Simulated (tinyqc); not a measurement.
A ladder of methods, and size consistency: correlation methods against full CI in the sto-3g basis, for BeH2, spin multiplicity 1. Computed by the program tinyqc with PySCF. 

Geometry (angstrom):

| atom | x | y | z |
|---|---|---|---|
| Be | 0.0000 | 0.0000 | 0.0000 |
| H | 0.0000 | 1.4630 | 0.0000 |
| H | 0.0000 | -1.4820 | 0.0000 |

RHF energy of one = -15.538655 hartree

All electrons correlated; +Q is the Davidson correction (1 - c0^2) E_corr. The last columns treat two copies 100 angstrom apart as one system. FCI is the lowest singlet.

Correlation energies (hartree):

| method | E_corr of one | share of FCI (%) | E_corr of two at 100 angstrom | two minus twice one (mhartree) |
|---|---|---|---|---|
| MP2 | -0.02706 | 64.109 | -0.05412 | 0.000 |
| CISD | -0.04107 | 97.301 | -0.07948 | 2.658 |
| CISD+Q | -0.04249 | 100.671 | -0.08445 | 0.528 |
| CCSD | -0.04166 | 98.698 | -0.08331 | 0.000 |
| CCSD(T) | -0.04194 | 99.376 | -0.08389 | 0.000 |
| FCI | -0.04221 | 100.000 | - | - |

MP2 recovers 64 %, CISD 97.3 % and CCSD 98.7 % of the FCI value (c0^2 = 0.965 in CISD). MP2 and coupled cluster are size consistent, so their last column vanishes; CISD loses 2.66 mhartree, since a double excitation on each copy is a quadruple of the pair, and the Davidson correction leaves +0.53.
